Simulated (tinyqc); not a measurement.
Slope factor and drain-induced lowering from three currents.

Inverse problem. With source and body at 0 V, I = A exp((Vg + dd Vd)/(nf Vt)) (1 - exp(-Vd/Vt)). Find nf, the swing nf Vt ln 10 and dd.

Inputs (values chosen for the exercise): temperature T = 330 K.

Constants: q = 1.602176634e-19 C, kB = 1.380649e-23 J/K, Vt = kB T/q. Results are converted to the units shown.

currents at (Vg, Vd) = (0, 0.05), (0, 0.8) and (0.06, 0.8) V (nA/um): [0.39177733, 3.1141209, 14.055688]

Solution. The pair at equal Vd gives nf; the pair at equal Vg, after dividing out the factors 1 - exp(-Vd/Vt), gives dd.

nf = 1.400
swing = 91.67 mV/decade
dd = 0.1000

Program tinyqc, `OMP_NUM_THREADS=1 python tinyqc.py 2242119 2242120 out.jsonl`; Intel Xeon 2.30GHz, shared host, one thread, about 0.03 s.
